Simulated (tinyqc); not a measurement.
## Composition from the perpendicular lattice constant

Question. The layer is x parts of the first compound and 1 - x of the second, grown coherently on the third as substrate and barrier. Rows of the table: lattice constant a, average valence level Ea on an absolute scale, spin-orbit splitting so, gaps at Gamma, X and L, hydrostatic deformation potentials av and ac (Gamma), shear potential b, elastic constants, electron and heavy-hole (along z) masses. All are interpolated linearly in x; gaps get -C x (1 - x), taken wholly in the conduction band; real line-ups can differ from this model by 0.1 eV or more. In-plane strain e = (a_substrate - a)/a, e_z = -2 (c12/c11) e, volume change 2 e + e_z. X-ray diffraction gives a_z = a (1 + e_z) of the coherent layer. Find x, e and the relaxed Gamma gap.

Parameters, values chosen for the exercise: bowing of the Gamma gap CG = 0.65 eV; bowing of the X gap CX = 0.2 eV; bowing of the L gap CL = 1.03 eV.

Binary compounds, values chosen for the exercise:
```
	close to InP	close to GaP	close to GaAs
a (angstrom)	5.869	5.451	5.653
Ea (eV)	-7.04	-7.4	-6.92
so (eV)	0.109	0.0799	0.341
EG (eV)	1.36	2.77	1.42
EX (eV)	2.18	2.24	1.92
EL (eV)	1.95	2.6	1.69
av (eV)	1.27	1.71	1.17
ac (eV)	-4.97	-7.1	-7.26
b (eV)	-1.7	-1.79	-1.67
c11 (GPa)	101	139	120
c12 (GPa)	55.5	62.6	54.2
me (m0)	0.0793	0.131	0.0664
mh (m0)	0.524	0.334	0.347
```

lattice constant along the growth direction = 5.70863227 angstrom

Solution. a_z changes steadily with x, about (1 + 2 c12/c11) times as fast as the relaxed lattice constant, so one composition matches.

x = 0.5500
e = -0.4911 %
relaxed Gamma gap = 1.834 eV

Program tinyqc, `OMP_NUM_THREADS=1 python tinyqc.py 2690003 2690004 out.jsonl`; Intel Xeon 2.30GHz, shared host, one thread, about 0.01 s.
